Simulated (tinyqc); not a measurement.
Physical sputtering: collision-cascade yield, angular dependence, faceting and resputtering in deposition. Changing the surface binding energy U. Computed by tinyqc, a small Python program. Command: `OMP_NUM_THREADS=1 python tinyqc.py 3027424 3027425 out.jsonl sputter sweep`. One thread of a shared host (Intel(R) Xeon(R) Processor @ 2.30GHz), about 0.01 s of CPU time with the checks.

Ions start collision cascades; atoms that reach the surface with more than U leave. The target is amorphous or fine-grained.

Inputs (values chosen for the exercise, modelled on krypton ions on tantalum):
```
quantity           value     unit
ion Z1                36        -
ion mass M1         83.8        u
target Z2             73        -
target mass M2     180.9        u
target density N    55.5   1/nm^3
fit factor Q        0.58        -
ion energy E       19000       eV
current density J    4.4  mA/cm^2
```

Constants: e = 1.602176634e-19 C.

Method. gamma = 4 M1 M2/(M1 + M2)^2; threshold E_th = 6.7 U/gamma for M1 >= M2, else U (1 + 5.7 M1/M2)/gamma. eps = 0.03255 M2 E/(Z1 Z2 (M1 + M2) z), z = (Z1^(2/3) + Z2^(2/3))^(1/2), E in eV; s_n = 3.441 sqrt(eps) ln(eps + 2.718)/(1 + 6.355 sqrt(eps) + eps (6.882 sqrt(eps) - 1.708)); S_n = 84.78 Z1 Z2 M1 s_n/((M1 + M2) z) in eV angstrom^2; alpha = 0.249 (M2/M1)^0.56 + 0.0035 (M2/M1)^1.5 for M1 <= M2, else 0.0875 (M2/M1)^(-0.15) + 0.165 M2/M1; Y0 = 0.042 Q alpha S_n/U [1 - sqrt(E_th/E)]^2.5 (the electronic-loss factor of the full formula is dropped). Erosion rate = Y0 J/(e N); 1 cm^2 = 1e14 nm^2.

One run for each value:
```
surface binding energy U (eV)  yield Y0 (atoms per ion)  threshold E_th (eV)  erosion rate (nm/min)
2                                                17.449                8.413                 5180.5
3                                                11.493               12.620                 3412.1
4                                                 8.532               16.826                 2533.0
5                                                 6.764               21.033                 2008.1
6                                                 5.590               25.239                 1659.7
7                                                 4.755               29.446                 1411.8
8                                                 4.132               33.652                 1226.6
9                                                 3.648               37.859                 1083.1
10                                                3.263               42.065                  968.6
```

What does the table show, and why?

Over the rows, yield Y0 (atoms per ion) falls from 17.4 to 3.26 (exponent d ln y / d ln x about -1.0 throughout); threshold E_th (eV) rises from 8.41 to 42.1 (exponent d ln y / d ln x about 1.0 throughout); erosion rate (nm/min) falls from 5180 to 969 (exponent d ln y / d ln x about -1.0 throughout). The exponent of yield Y0 stays between -1.06 and -1.03, near -1: far above the threshold the yield is inverse to U. The exponent of threshold E_th stays at 1: the threshold scales with U. U acts twice, as the divisor and through the threshold.
